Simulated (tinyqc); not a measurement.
Layer against dose: implant damage, amorphisation by cascade overlap, and solid-phase epitaxial regrowth. Computed by tinyqc, a small Python program. Command: `OMP_NUM_THREADS=1 python tinyqc.py 3112521 3112522 out.jsonl sper walk`. One thread of a shared host (Intel(R) Xeon(R) Processor @ 2.30GHz), about 0.01 s of CPU time with the checks.

Range and width of the damage are inputs. Dynamic annealing enters only through the surviving share f.

Inputs (values chosen for the exercise, modelled on fluorine ions in silicon): atomic density N = 49.9 1/nm^3; ion Z1 = 9; ion mass M1 = 19 u; target Z2 = 14; target mass M2 = 28.09 u; ion energy E = 18 keV; displacement energy E_d = 16 eV; depth of the damage peak R_d = 20 nm; width of the damage profile s_d = 13 nm; share of defects that survive f = 0.78; critical displaced share x_c = 0.081; dose Q = 1.5e+15 1/cm^2.

Constants: a_0 = 0.529177210903 angstrom; e^2/(4 pi eps_0) = 14.39964548 eV angstrom.

Method. Robinson partition: eps = E a M2/(Z1 Z2 (e^2/(4 pi eps_0)) (M1 + M2)), a = 0.8853 a_0/sqrt(Z1^(2/3) + Z2^(2/3)); k = 0.0793 Z1^(2/3) Z2^(1/2) (M1 + M2)^(3/2)/((Z1^(2/3) + Z2^(2/3))^(3/4) M1^(3/2) M2^(1/2)); damage energy T_d = E/(1 + k (eps + 0.40244 eps^(3/4) + 3.4008 eps^(1/6))); displacements nu = 0.8 T_d/(2 E_d). Displaced share x(z) = f nu Q exp(-(z - R_d)^2/(2 s_d^2))/(sqrt(2 pi) s_d N); the layer is amorphous where x > x_c, between R_d -/+ s_d sqrt(2 ln(x_max/x_c)), the upper edge being cut at the surface. Threshold dose Q_c = Q x_c/x_max.

threshold dose Q_c = 6.59745e+13 1/cm^2

displacements per ion nu = 255.946

Dose series; the last column is f nu Q erfc((z2 - R_d)/(sqrt2 s_d))/2:
```
Q (1/cm^2)   x_max  upper edge (nm)  lower edge (nm)  displaced atoms beyond z2 (1/cm^2)
7.26e+13    0.0891           14.313           25.687                          4.7957e+15
9.90e+13    0.1215            8.288           31.712                          3.6328e+15
1.65e+14    0.2026            2.398           37.602                          2.8943e+15
2.64e+14    0.3241            0.000           41.649                          2.5257e+15
4.62e+14    0.5672            0.000           45.649                          2.2366e+15
7.92e+14    0.9724            0.000           48.983                          2.0382e+15
1.65e+15    2.0258            0.000           52.987                          1.8392e+15
3.30e+15    4.0516            0.000           56.365                          1.6975e+15
```

What does the comparison show, and why?

A dose 45 times larger moves the lower edge from 25.7 to 56.4 nm, as the root of a logarithm, and the damage beyond it falls by a factor 2.8, since the edge lies on an ever steeper tail. The layer reaches the surface at Q_c exp(R_d^2/(2 s_d^2)) = 2.15e14 per cm^2.
